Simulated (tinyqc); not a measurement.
# Threshold of a short bulk MOSFET: charge sharing, barrier lowering, narrow width: effects of single changes

n-channel device on a p-type body, depletion approximation, full ionisation. Uniform doping N = Na. Vbi from Boltzmann statistics is rough for the degenerate source. Cox = eps0 eox/tox.

Values chosen for this exercise; band and dielectric values close to those of silicon: temperature T = 350 K; band gap Eg = 1.1 eV; relative permittivity eps_r = 11.9; conduction-band density of states at T Nc = 3.47e19 cm^-3; valence-band density of states at T Nv = 3.31e19 cm^-3; relative permittivity of the gate insulator (close to silicon dioxide) eox = 3.9; insulator thickness tox = 6.5 nm; channel doping Na = 1.6e17 cm^-3; source and drain doping Nsd = 1e20 cm^-3; flat-band voltage for the doping Na Vfb = -0.71 V; junction depth xj = 30 nm; body-source voltage Vbs = -1 V; drain-source voltage Vds = 0.05 V; gate width W = 1000 nm; shape factor of the fringing depletion at the width edges xw = 0; channel length L = 580 nm.

Constants: q = 1.602176634e-19 C, kB = 1.380649e-23 J/K, Vt = kB T/q, eps0 = 8.8541878128e-14 F/cm where lengths are in cm. Results are converted to the units shown.

Each table varies one quantity; the others keep the values above.

## Threshold roll-off against channel length

ni = sqrt(Nc Nv) exp(-Eg/(2 Vt)), Eg in volts; 2 pB = 2 Vt ln(N/ni); flat band Vfb - Vt ln(N/Na); Wd = sqrt(2 eps0 eps_r (2 pB - Vbs)/(q N)); body term q N Wd/Cox; long-channel VT0 = flat band + 2 pB + body term; Vbi = Vt ln(N Nsd/ni^2); scale length l = sqrt((eps_r/eox) tox Wd). Charge sharing (trapezoid; it ignores Vds): F = (xj/L)(sqrt(1 + 2 Wd/xj) - 1), lowering = body term times F. Barrier lowering: th = exp(-L/(2 l)) + 2 exp(-L/l), lowering = th [2 (Vbi - 2 pB) + Vds], DIBL = th. Narrow width: rise = body term times xw Wd/W. VT by each model = VT0 - lowering + rise. DIBL under 0.001 mV/V is printed as 0.

The same in every row: N (cm^-3) = 1.600e17; VT0 (V) = 0.6501.

Threshold roll-off against channel length:
```
L (nm)    L/l        F  DIBL (mV/V)  VT, charge sharing (V)  VT, barrier lowering (V)
160     3.268   0.3768        271.3                  0.4304                    0.5312
220     4.493   0.2740        128.1                  0.4903                    0.5940
320     6.536   0.1884        40.98                  0.5403                    0.6322
470     9.600   0.1283        8.366                  0.5753                    0.6465
680     13.89  0.08866       0.9658                  0.5984                    0.6497
980     20.02  0.06152      0.04503                  0.6143                    0.6501
1400    28.59  0.04306            0                  0.6250                    0.6501
2000    40.85  0.03014            0                  0.6326                    0.6501
2900    59.23  0.02079            0                  0.6380                    0.6501
```

What does the table show?

VT by barrier lowering rises from 0.531 to 0.650 V and VT by charge sharing rises from 0.430 to 0.638 V. DIBL is under 100 mV/V from L = 320 nm on among the rows (th = 0.1 at L/l = 4.92). For L = 160 DIBL exceeds 250 mV/V, where the barrier formula is rough.

## Effect of the channel doping

Same model as above.

Vfb is held fixed.

Result of one run:
```
Na (cm^-3)  N (cm^-3)  VT0 (V)    L/l       F  DIBL (mV/V)  VT, charge sharing (V)  VT, barrier lowering (V)
1.6e17       1.600e17   0.6501  11.85  0.1039        2.691                  0.5895                    0.6490
```

What becomes of these results when the channel doping Na is changed from 1.6e17 to 2.6e17 cm^-3, all else the same?

Result of the changed run:
```
Na (cm^-3)  N (cm^-3)  VT0 (V)    L/l        F  DIBL (mV/V)  VT, charge sharing (V)  VT, barrier lowering (V)
2.6e17       2.600e17   0.8458  13.32  0.08872        1.284                  0.7793                    0.8452
```

The whole series:
```
Na (cm^-3)  N (cm^-3)  VT0 (V)    L/l        F  DIBL (mV/V)  VT, charge sharing (V)  VT, barrier lowering (V)
3.2e16       3.200e16   0.2234  8.034   0.1709        18.65                  0.1801                    0.2135
5.4e16       5.400e16   0.3339  9.115   0.1460        10.71                  0.2854                    0.3285
9.2e16       9.200e16   0.4716  10.36   0.1239        5.677                  0.4173                    0.4689
1.6e17       1.600e17   0.6501  11.85   0.1039        2.691                  0.5895                    0.6490
2.6e17       2.600e17   0.8458  13.32  0.08872        1.284                  0.7793                    0.8452
4.5e17       4.500e17    1.124  15.21  0.07379       0.4986                   1.051                     1.124
7.6e17       7.600e17    1.465  17.26  0.06152       0.1783                   1.385                     1.465
1.3e18       1.300e18    1.914  19.66  0.05076      0.05382                   1.826                     1.914
```

As Na goes from 3.2e16 to 1.3e18, VT0 rises from 0.223 to 1.91 V, DIBL falls from 18.7 to 0.0538 mV/V, F falls from 0.171 to 0.0508 and VT by barrier lowering rises from 0.213 to 1.91 V.

tinyqc, about 0.01 s, one thread, Intel Xeon 2.30GHz (shared host): `OMP_NUM_THREADS=1 python tinyqc.py 2002061 2002062 out.jsonl`
